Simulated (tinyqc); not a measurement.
Molecular dynamics of a small cluster by velocity Verlet steps: one step, computed by the program tinyqc.

E = sum_(i<j) phi(r_ij), phi(r) = eps [exp(-2 alpha (r - r0)) - 2 exp(-alpha (r - r0))]; the force on i is -sum_j phi'(r_ij) (R_i - R_j)/r_ij.

Task: Step 1. Velocity Verlet: a = c F/M with c = 9.648533212e-3 angstrom/fs^2 per eV/(angstrom u); R(new) = R + v dt + a dt^2/2; v(new) = v + (a + a(new)) dt/2. Kinetic energy K = M v^2/(2c); temperature T = 2K/((3N - 3) k_B), rotation of the cluster included.

Inputs (values chosen for the exercise, for model atoms): length r0 = 3.18 angstrom; well depth eps = 0.45 eV; stiffness alpha = 1.57 1/angstrom; atomic mass M = 56.2 u; time step dt = 11 fs.

Potential: Morse. Thermostat: none.

starting positions (angstrom), rows atom 1, atom 2, atom 3, columns x, y, z:
```
[[0.02, -0.04, -0.05],
 [3.17, -0.08, -0.04],
 [1.65, 2.74, 0]]
```

starting velocities (angstrom/fs), rows atom 1, atom 2, atom 3, columns x, y, z:
```
[[-0.00075, 0.00152, 0.00026],
 [0.0006, -0.00087, 5e-05],
 [0.00014, -0.00065, -0.00031]]
```

Constants: 1 eV/(angstrom u) = 9.648533212e-03 angstrom/fs^2; k_B = 8.617333262e-05 eV/K.

Give: positions after step 1; new forces; velocities after step 1; total energy.

Result:

positions after step 1 (angstrom), rows atom 1, atom 2, atom 3, columns x, y, z:
```
[[0.011, -0.022, -0.047],
 [3.177, -0.089, -0.039],
 [1.651, 2.732, -0.003]]
```

new forces (eV/angstrom), rows atom 1, atom 2, atom 3, columns x, y, z:
```
[[-0.00390, 0.04670, 0.00065],
 [0.00443, 0.04904, 0.00071],
 [-0.00053, -0.09573, -0.00136]]
```

velocities after step 1 (angstrom/fs), rows atom 1, atom 2, atom 3, columns x, y, z:
```
[[-0.000779, 0.001635, 0.000262],
 [0.000649, -0.000783, 0.000051],
 [0.000121, -0.000852, -0.000313]]
```

total energy = -1.333 eV
